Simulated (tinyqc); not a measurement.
Short-channel transistor, virtual-source model with series resistance: one step of the calculation.

The current per gate width is the charge at the top of the source barrier (the virtual source) times its velocity times a saturation function; al and be are fitting constants of the model. Units: I in uA/um, Rs in ohm um, so I Rs = 1e-6 I Rs in volts; Q in uC/cm^2, so I = 1e-4 Q vx0 Fsat with vx0 in cm/s.

Task. What the series resistance costs. Intrinsic voltages Vg' = Vgs - I Rs, Vd' = Vds - 2 I Rs. n = n0 + nd Vd', VT = VT0 - dl Vd', Ff = 1/(1 + exp((Vg' - VT + al Vt/2)/(al Vt))), Q = Cinv n Vt ln(1 + exp((Vg' - VT + al Vt Ff)/(n Vt))), Vdsat = (vx0 L/mu)(1 - Ff) + Vt Ff, Fsat = u/(1 + u^be)^(1/be) with u = Vd'/Vdsat, and I = Q vx0 Fsat per width. I0 is the current for Rs = 0. Effective velocity I/Q; transit time L Q/I.

Parameters, values chosen for the exercise:

| symbol | value | unit | meaning |
|---|---|---|---|
| T | 250 | K | temperature |
| Cinv | 3.57 | uF/cm^2 | inversion capacitance |
| vx0 | 5.19e6 | cm/s | velocity at the virtual source |
| mu | 1200 | cm^2/(V s) | apparent mobility |
| L | 12 | nm | channel length |
| VT0 | 0.39 | V | threshold at zero drain voltage |
| dl | 0.194 | V/V | drain-induced barrier lowering |
| n0 | 1.57 |  | subthreshold factor |
| nd | 0.05 | 1/V | growth of n with drain voltage |
| al | 3.5 |  | threshold shift (in units of Vt) from weak to strong inversion |
| be | 2 |  | sharpness of saturation |
| Rs | 70 | ohm um | series resistance of each contact |
| Vgs | 0.51 | V | gate voltage |
| Vds | 0.6 | V | drain voltage |

Constants: q = 1.602176634e-19 C, kB = 1.380649e-23 J/K, Vt = kB T/q. Results are converted to the units shown.

converged I = 376.18010 uA/um
I0 = 441.64363 uA/um

Find: loss against I0; effective velocity; transit time.

Result.

loss against I0 = 14.823 %
effective velocity = 5.1897e6 cm/s
transit time = 0.23123 ps

The carriers leave the virtual source at 100 % of vx0: the device is in saturation.

Numbers from tinyqc (`OMP_NUM_THREADS=1 python tinyqc.py 2380059 2380060 out.jsonl`; about 0.01 s on one thread of a shared Intel Xeon 2.30GHz).
